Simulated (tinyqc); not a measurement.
From results back to parameters: deformation-potential model of the Delta valleys of a conduction band. Three cases, with inputs chosen for the exercise.

Problem. A uniaxial tension X1 along [100] acts on valleys along x, y, z, with shifts dE = Xd tr(e) + Xu a.e.a and Boltzmann shares. The ratio of the share of the y valleys to that of the x valleys is given.

s11 = (C11 + C12)/((C11 - C12)(C11 + 2 C12)), s12 = -C12/((C11 - C12)(C11 + 2 C12)), s44 = 1/C44; exx = s11 sxx + s12 (syy + szz) and cyclic, exy = s44 sxy/2; tension is positive. A uniaxial stress X along the unit vector n is s_ij = X n_i n_j.

Constants: kB = 8.617333262e-05 eV/K.

Find: splitting dE_x - dE_y; Xu.

Method. The splitting is kT ln(n_y/n_x), and it equals Xu (exx - eyy) = Xu (s11 - s12) X1; Xd drops out.

Case 1.

Values chosen (near those of Si; not measured data): C11 = 168.9 GPa; C12 = 64 GPa; C44 = 78.7 GPa; X1 = 0.4 GPa (size of the stress); T = 200 K (temperature).

n_y/n_x = 8.532687

Solution.

splitting dE_x - dE_y = 36.95 meV
Xu = 9.69 eV

Case 2.

Values chosen (near those of Si; not measured data): C11 = 164.4 GPa; C12 = 64.4 GPa; C44 = 82.6 GPa; X1 = 0.7 GPa (size of the stress); T = 200 K (temperature).

n_y/n_x = 46.82033

Solution.

splitting dE_x - dE_y = 66.29 meV
Xu = 9.47 eV

Case 3.

Values chosen (near those of Si; not measured data): C11 = 168.2 GPa; C12 = 62.6 GPa; C44 = 79.8 GPa; X1 = 0.4 GPa (size of the stress); T = 400 K (temperature).

n_y/n_x = 2.595700

Solution.

splitting dE_x - dE_y = 32.88 meV
Xu = 8.68 eV

Computed by tinyqc, one run a case: `OMP_NUM_THREADS=1 python tinyqc.py N N+1 out.jsonl` with N = 1081231, 1081306, 1081345; one thread of a shared Intel(R) Xeon(R) Processor @ 2.30GHz, about 0.03 s a run at most.
